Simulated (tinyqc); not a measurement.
Model-solid line-up of a strained alloy layer on a substrate: one step. Critical thickness (Matthews-Blakeslee, single layer). Four cases, with inputs chosen for the exercise.

Question. h = K (ln(h/b) + 1) with K = b (1 - nu/4)/(4 pi |e_par| (1 + nu)) for 60-degree dislocations, b = a/sqrt(2) the Burgers vector (not the shear potential of the table), nu = C12/(C11 + C12). Iterate from h = 10 b until h changes by less than 1e-6 of itself.

Case 1.

Alloy at x (a in angstrom, C11, C12, C44 in GPa, all else in eV):
```
symbol       value
a         5.770000
Eg        1.681500
Dso       0.100750
Ev       -0.987450
ac       -6.562500
av        0.867500
b        -1.895000
d        -4.927500
C11     111.100000
C12      58.100000
C44      52.175000
```

e_par = -0.01871750

Case 2.

Alloy at x (a in angstrom, C11, C12, C44 in GPa, all else in eV):
```
symbol       value
a         5.700000
Eg        1.837520
Dso       0.097000
Ev       -1.028176
ac       -6.852000
av        1.038000
b        -1.850000
d        -4.856000
C11     118.460000
C12      58.400000
C44      55.200000
```

e_par = -0.00842105

Case 3.

Alloy at x (a in angstrom, C11, C12, C44 in GPa, all else in eV):
```
symbol       value
a         5.666090
Eg        2.838342
Dso       0.286930
Ev       -1.268500
ac       -5.843300
av        2.281000
b        -2.261000
d        -3.561100
C11     126.120000
C12      54.316000
C44      54.580000
```

e_par = -0.00107482

Case 4.

Alloy at x (a in angstrom, C11, C12, C44 in GPa, all else in eV):
```
symbol      value
a        5.886270
Eg       0.765013
Dso      0.366080
Ev      -0.647691
ac      -6.011500
av       1.068800
b       -1.881700
d       -4.120200
C11     99.211000
C12     50.286000
C44     47.928000
```

e_par = -0.00395327

Give: b (Burgers vector); nu; K; first iterates; critical thickness.

Answer.

Case 1.

b (Burgers vector) = 4.0800 angstrom
nu = 0.3434
K = 11.80 angstrom

first iterates (angstrom): 40.8  39.0  38.4  38.3  38.2  38.2

critical thickness = 3.82 nm

Case 2.

b (Burgers vector) = 4.0305 angstrom
nu = 0.3302
K = 26.27 angstrom

first iterates (angstrom): 40.3  86.8  106.9  112.4  113.7  114.0

critical thickness = 11.41 nm

Case 3.

b (Burgers vector) = 4.0065 angstrom
nu = 0.3010
K = 210.84 angstrom

first iterates (angstrom): 40.1  696.3  1298.4  1429.7  1450.0  1453.0

critical thickness = 145.35 nm

Case 4.

b (Burgers vector) = 4.1622 angstrom
nu = 0.3364
K = 57.42 angstrom

first iterates (angstrom): 41.6  189.6  276.7  298.4  302.8  303.6

critical thickness = 30.38 nm

Thicker layers can relax, and the strained edges then no longer apply; metastable growth often exceeds this equilibrium value.

Computed by tinyqc, one run a case: `OMP_NUM_THREADS=1 python tinyqc.py N N+1 out.jsonl` with N = 1051025, 1051431, 1051470, 1080130; one thread of a shared Intel(R) Xeon(R) Processor @ 2.30GHz, about 0.02 s a run at most.
